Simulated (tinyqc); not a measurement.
Electromigration in a confined line: Blech product, Korhonen stress evolution and Black's law: one step, computed by the program tinyqc. Command: `OMP_NUM_THREADS=1 python tinyqc.py 3003301 3003302 out.jsonl emigr walk`. One thread of a shared host (Intel(R) Xeon(R) Processor @ 2.30GHz), about 0.01 s of CPU time with the checks.

The electron wind pushes atoms from the cathode (x = 0) to the anode (x = L); blocking ends build a back stress (tension positive). The input rho is taken not to change with temperature. d sigma/dt = d/dx [kappa (d sigma/dx + G)], with zero flux at both ends and sigma = sigma_0 at t = 0.

Problem. Driving force and diffusivities. G = Z* e rho j/Omega; D = D0 exp(-E/(k_B T)); kappa = D B Omega/(k_B T); drift velocity of an unconfined line v = D Z* e rho j/(k_B T). SI: 1 micro-ohm cm = 1e-8 ohm m, 1 MA/cm^2 = 1e10 A/m^2. Temperatures in kelvin are T(C) + 273.15.

Inputs (values chosen for the exercise, close to those used for copper lines):
```
quantity                      value          unit
resistivity rho                2.92  micro-ohm cm
atomic volume Omega            11.8    angstrom^3
effective charge number Z*     0.97             -
prefactor D0                2.8e-08         m^2/s
activation energy E           0.866            eV
effective modulus B              30           GPa
current density j               2.3       MA/cm^2
test temperature T              300             C
```

Start: thermal stress.

Constants: e = 1.602176634e-19 C; k_B = 8.617333262e-05 eV/K; k_B = 1.380649e-23 J/K.

Give: stress gradient G; diffusivity D; kappa; drift velocity.

Solution.

stress gradient G = 8.8453 MPa/um

diffusivity D = 6.7969e-16 m^2/s

kappa = 3.0406e-14 m^2/s

drift velocity = 32.274 nm/h
